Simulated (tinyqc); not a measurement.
From results back to parameters: inversion layer as a triangular well, valleys of the Si type. Five cases, with inputs chosen for the exercise.

Problem. The spacing of the two lowest levels of one ladder was computed from a hidden sheet density Ns.

The field is taken as constant, e F = 4 pi (e^2/4 pi eps0)(Nd + eta Ns)/eps, with 1e12/cm^2 = 1e-4/angstrom^2, and the oxide as a hard wall at z = 0; c = hbar^2/2m0.

Level j of a valley lies at E_j = a_j (c (e F)^2/m_z)^(1/3) above the band edge at the surface, with the Airy zeros a_j = 2.338107, 4.087949, 5.520560, 6.786708, 7.944134, 9.022651, 10.040174, 11.008524, 11.936016, 12.828777, and has <z> = 2 E_j/(3 e F).

Constants: hbar^2/2m0 = 3.80998211 eV angstrom^2; e^2/(4 pi eps0) = 14.39964547 eV angstrom.

Find: F; Ns.

Method. e F = sqrt(m_z/c) [(E_1 - E_0)/(a_1 - a_0)]^(3/2), with a_0 and a_1 the first two zeros; then Ns = (eps e F/(4 pi e^2/4 pi eps0) - Nd)/eta.

Case 1.

Values chosen (near those of Si; not measured data): m_z = 0.911 m0 (confinement mass); eps = 11.6 (dielectric constant); Nd = 0.5 x 1e12/cm^2 (depletion charge); eta = 0.5 (share of Ns in the effective field).

E_1 - E_0 = 125.2094 meV

Solution.

F = 0.9360 MV/cm
Ns = 11.00 x 1e12/cm^2

Case 2.

Values chosen (near those of Si; not measured data): m_z = 0.908 m0 (confinement mass); eps = 11.5 (dielectric constant); Nd = 0.11 x 1e12/cm^2 (depletion charge); eta = 0.75 (share of Ns in the effective field).

E_1 - E_0 = 123.3970 meV

Solution.

F = 0.9142 MV/cm
Ns = 7.60 x 1e12/cm^2

Case 3.

Values chosen (near those of Si; not measured data): m_z = 0.2612 m0 (confinement mass); eps = 11.7 (dielectric constant); Nd = 0.61 x 1e12/cm^2 (depletion charge); eta = 0.5 (share of Ns in the effective field).

E_1 - E_0 = 99.9173 meV

Solution.

F = 0.3573 MV/cm
Ns = 3.40 x 1e12/cm^2

Case 4.

Values chosen (near those of Si; not measured data): m_z = 0.919 m0 (confinement mass); eps = 11.9 (dielectric constant); Nd = 1.2 x 1e12/cm^2 (depletion charge); eta = 0.75 (share of Ns in the effective field).

E_1 - E_0 = 73.4040 meV

Solution.

F = 0.4220 MV/cm
Ns = 2.10 x 1e12/cm^2

Case 5.

Values chosen (near those of Si; not measured data): m_z = 0.915 m0 (confinement mass); eps = 11.5 (dielectric constant); Nd = 0.8 x 1e12/cm^2 (depletion charge); eta = 0.75 (share of Ns in the effective field).

E_1 - E_0 = 92.7394 meV

Solution.

F = 0.5979 MV/cm
Ns = 4.00 x 1e12/cm^2

Computed by tinyqc, one run a case: `OMP_NUM_THREADS=1 python tinyqc.py N N+1 out.jsonl` with N = 1282632, 1282640, 1282675, 1282714, 1282736; one thread of a shared Intel(R) Xeon(R) Processor @ 2.30GHz, about 0.05 s a run at most.
